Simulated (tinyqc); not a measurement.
Surface Green function of a square-lattice strip three rows wide, Sancho-Rubio decimation: densities of states against energy.

A semi-infinite lead of cells 0, 1, 2, ... with H0 inside a cell and H1 = <cell i|H|cell i + 1>. A cell is one column of three sites. z = E + i eta.

Start with e_s = e = H0, a = H1, b = H1^dagger. Each round: g = (z - e)^(-1); e_s <- e_s + a g b; e <- e + a g b + b g a; a <- a g a; b <- b g b (all with the old a, b). Round k joins cells 2^k apart. Stop when the largest entry of the matrices a and b is below 1e-12 eV; g_s = (z - e_s)^(-1), bulk (z - e)^(-1), density of states -Im Tr/pi. Here eta = 0.0001 eV. Open modes are the crossings of E with the bands of H0 + H1 exp(ik) + H1^dagger exp(-ik) for 0 < k < pi.

H0 (eV):
```
,1,2,3
1,0.18,-3.07,0
2,-3.07,1.41,-3.07
3,0,-3.07,-1.45
```

H1 (eV):
```
,1,2,3
1,-2.7,0,0
2,0,-2.7,0
3,0,0,-2.7
```

Densities of states against energy:
```
E (eV),open modes,rounds,surface (1/eV),bulk (1/eV)
-10.55,0,6,2.5066e-6,6.0253e-6
-8.56,1,20,0.069216,0.10040
-6.57,1,21,0.10581,0.065688
-4.58,2,21,0.19644,0.14723
-2.59,2,21,0.22190,0.12530
-0.61,2,21,0.20618,0.13781
1.38,2,21,0.19948,0.14090
3.37,2,21,0.19381,0.14754
5.36,1,21,0.11746,0.059180
7.35,1,21,0.10500,0.066186
9.34,1,20,0.066928,0.10383
11.32,0,6,2.2585e-6,5.3231e-6
```

The bands of the infinite lead run over -9.59 to 1.21, -5.97 to 4.83, -0.505 to 10.3 eV. The rounds lie between 6 and 21, 6.0 on average outside the bands and 20.8 inside. The surface density of states is largest at E = -2.59 eV among the rows (0.222 1/eV, bulk 0.125).

Program tinyqc, `OMP_NUM_THREADS=1 python tinyqc.py 2680034 2680035 out.jsonl`; Intel Xeon 2.30GHz, shared host, one thread, about 0.05 s.
